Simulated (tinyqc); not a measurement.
What each parameter does: Wannier functions of a composite (isolated) pair of valence bands (bonds of an sp chain).

Each atom has a hybrid pointing left (<) and right (>). H(k): diagonal +V3 on A, -V3 on B; <A<|A>> = -V1a, <B<|B>> = -V1b, <A>|B<> = -V2, <B>|A<> = -V2p exp(ik); k in 1/a, Bloch sums with exp(ikR). The two lowest bands are filled. Trial functions in cell 0: g1 = cos(c) A> + sin(c) B<, and g2 = sin(c) B> + cos(c) A< of cell 1, whose Bloch vector has cos(c) exp(-ik) on A<. Projection A_mn = <psi_m|g_n>, S = A^+ A, Loewdin U = A S^(-1/2), Bloch-like states w_n = sum_m psi_m U_mn, H_W(k) = U^+ diag(E) U. P = sum_m |psi_m><psi_m| is free of phase choices, and S = g^+ P g, w = P g S^(-1/2).

Inputs chosen for the exercise: V2 = 2.65 eV (coupling in the bond A-B inside the cell); V2p = 3.73 eV (coupling in the bond to the next cell); V1a = 0.71 eV (coupling of the two hybrids on A); V1b = 1.45 eV (the same on B); V3 = 1.36 eV (A at +V3, B at -V3); c = 55 degrees (trial bonds cos(c) on A, sin(c) on B); xb = 0.41 a (position of B (A at 0)).

N = 12: centres, total spread (point-like hybrids at R and R + xb) and H_12(0).

Results for these values:

| case | centre 1 (a) | centre 2 (a) | total spread (a^2) | H_12(0) (eV) |
|---|---|---|---|---|
| base | 0.2998 | 0.6068 | 0.1181 | -1.0001 |

What happens to each result for V1b = 1.65 eV, all else kept?

Answer: centre 1 rises from 0.2998 to 0.3006; centre 2 rises from 0.6068 to 0.6069; total spread rises from 0.1181 to 0.1200; H_12(0) falls from -1.0001 to -1.1364.

The same for each parameter in turn:

| case | centre 1 (a) | centre 2 (a) | total spread (a^2) | H_12(0) (eV) |
|---|---|---|---|---|
| base | 0.2998 | 0.6068 | 0.1181 | -1.0001 |
| V2 = 3.05 eV | 0.2894 | 0.6059 | 0.1190 | -0.9859 |
| V2p = 4.13 eV | 0.3000 | 0.6152 | 0.1189 | -0.9880 |
| V1a = 0.91 eV | 0.2990 | 0.6083 | 0.1194 | -0.9964 |
| V1b = 1.65 eV | 0.3006 | 0.6069 | 0.1200 | -1.1364 |
| V3 = 1.76 eV | 0.3191 | 0.5828 | 0.1077 | -1.0665 |
| xb = 0.46 a | 0.3355 | 0.6397 | 0.1141 | -1.0001 |

Run: tinyqc, `OMP_NUM_THREADS=1 python tinyqc.py 1480416 1480417 out.jsonl`; Intel(R) Xeon(R) Processor @ 2.30GHz, one thread, shared host; about 0.3 s of CPU time with all checks.
